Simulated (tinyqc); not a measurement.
Changing the dopant density N_X: self-consistent Fermi level with native defects, at growth and after a quench. Computed by tinyqc, a small Python program. Command: `OMP_NUM_THREADS=1 python tinyqc.py 3023545 3023546 out.jsonl scfermi sweep`. One thread of a shared host (Intel(R) Xeon(R) Processor @ 2.30GHz), about 0.09 s of CPU time with the checks.

Energies are counted from the top of the valence band (VBM); when the gap shrinks with temperature the conduction band moves and the levels stay. The added dopant is taken as fully ionised. D and A draw on one reservoir with opposite signs, as the two vacancies of a compound do.

Inputs (values chosen for the exercise, for a model semiconductor):
```
quantity                                value   unit
gap E_g at 300 K                         2.87     eV
slope -dE_g/dT above 300 K            0.00038   eV/K
electron mass m_e                       0.204    m_0
valleys M_c                                 1      -
hole mass m_h                            0.86    m_0
E_f of the neutral native donor D       2.339     eV
E_f of the neutral native acceptor A    3.077     eV
shift s of the chemical potential        0.23     eV
site density N_s                      3.9e+22  cm^-3
growth temperature T_g                   1330      K
temperature of use T                      300      K
```

Added shallow dopant: acceptor.

levels of D above the VBM, most positive state first (eV): 1.55  2.07

levels of A above the VBM, (0/-1) first (eV): 0.919  1.02  1.65

Constants: m_0 = 9.1093837015e-31 kg; k_B = 1.380649e-23 J/K; h = 6.62607015e-34 J s; k_B = 8.617333262e-05 eV/K.

Method:
- E_f(D, 0) = input + s and E_f(A, 0) = input - s; E_f(q, E_F = 0) follows from the levels, eps(q/q-1) = E_f(q - 1) - E_f(q) at E_F = 0.
- E_g(T) = E_g - slope x max(0, T - 300 K).
- N_c = 2 M_c (2 pi m_e k_B T/h^2)^(3/2) and N_v = 2 (2 pi m_h k_B T/h^2)^(3/2), masses in units of m_0.
- At growth T = T_g.
- n = N_c F_1/2((E_F - E_g)/k_B T), p = N_v F_1/2(-E_F/k_B T).
- F_1/2(eta) = (2/sqrt(pi)) int_0^infinity sqrt(x)/(1 + exp(x - eta)) dx, by the trapezoid rule in t = sqrt(x) with step 0.02 up to t = 12 (for eta < -12 by exp(eta) - exp(2 eta)/2^(3/2)).
- In equilibrium c_q = N_s exp(-(E_f(q, 0) + q E_F)/k_B T).
- Net charge = p - n + sum q c_q - N_X; the log ratio is ln(positive charge/negative charge).
- E_F is the root of the log ratio, by 50 bisections between -0.5 eV and E_g + 0.5 eV.
- After a quench the totals of D and A stay as grown, and each is shared among its charge states with weights exp(-(E_f(q, 0) + q E_F)/k_B T).

One run for each value; columns: (1) dopant density N_X (cm^-3); (2) E_F at growth (eV); (3) total D (cm^-3); (4) total A (cm^-3); (5) E_F after the quench (eV); (6) n after the quench (cm^-3); (7) p after the quench (cm^-3):
```
(1)          (2)         (3)         (4)     (5)         (6)         (7)
1.00e+15  1.4470  5.7028e+15  3.1555e+15  1.5711  3.4892e-04  8.1046e-08
4.00e+15  1.4374  6.5826e+15  2.6442e+15  1.5581  2.1146e-04  1.3373e-07
2.00e+16  1.3937  1.2895e+16  1.1937e+15  1.5234  5.5193e-05  5.1236e-07
7.00e+16  1.3274  3.7312e+16  3.7042e+14  1.4943  1.7947e-05  1.5756e-06
3.00e+17  1.2425  1.5339e+17  8.7923e+13  1.4698  6.9585e-06  4.0639e-06
1.00e+18  1.1724  5.0583e+17  2.8695e+13  1.4530  3.6272e-06  7.7963e-06
4.00e+18  1.0923  2.0115e+18  8.9715e+12  1.4347  1.7852e-06  1.5841e-05
2.00e+19  0.9997  1.0026e+19  2.9981e+12  1.4138  7.9507e-07  3.5567e-05
7.00e+19  0.9277  3.5048e+19  1.6276e+12  1.3976  4.2468e-07  6.6588e-05
3.00e+20  0.8442  1.5010e+20  1.0375e+12  1.3787  2.0511e-07  1.3787e-04
```

Describe and explain the trends.

Over the rows, E_F at growth (eV) falls from 1.45 to 0.844 (exponent d ln y / d ln x -0.0048 between the first rows and -0.065 between the last); total D (cm^-3) rises from 5.70e15 to 1.50e20 (exponent d ln y / d ln x 0.10 between the first rows and 1.00 between the last); total A (cm^-3) falls from 3.16e15 to 1.04e12 (exponent d ln y / d ln x -0.13 between the first rows and -0.31 between the last). At the high end the exponent of total D is 1.00, close to 1: native donors form in proportion to the added acceptors. The density of carriers of the sign that the dopant should give, relative to N_X, goes after the quench from 8.1e-21 % to 4.6e-23 %. Doping moves E_F at growth, which lowers E_f of the compensating defect by its charge times the shift.

Caution (all rows): in a wide-gap host the dopant, above all an acceptor, may be only partly ionised at the temperature of use; the carrier density is then overstated. Caution (rows 7.00e19, 3.00e20): above about 2e19 cm^-3 defects interact, pair and form bands, which the dilute model leaves out.
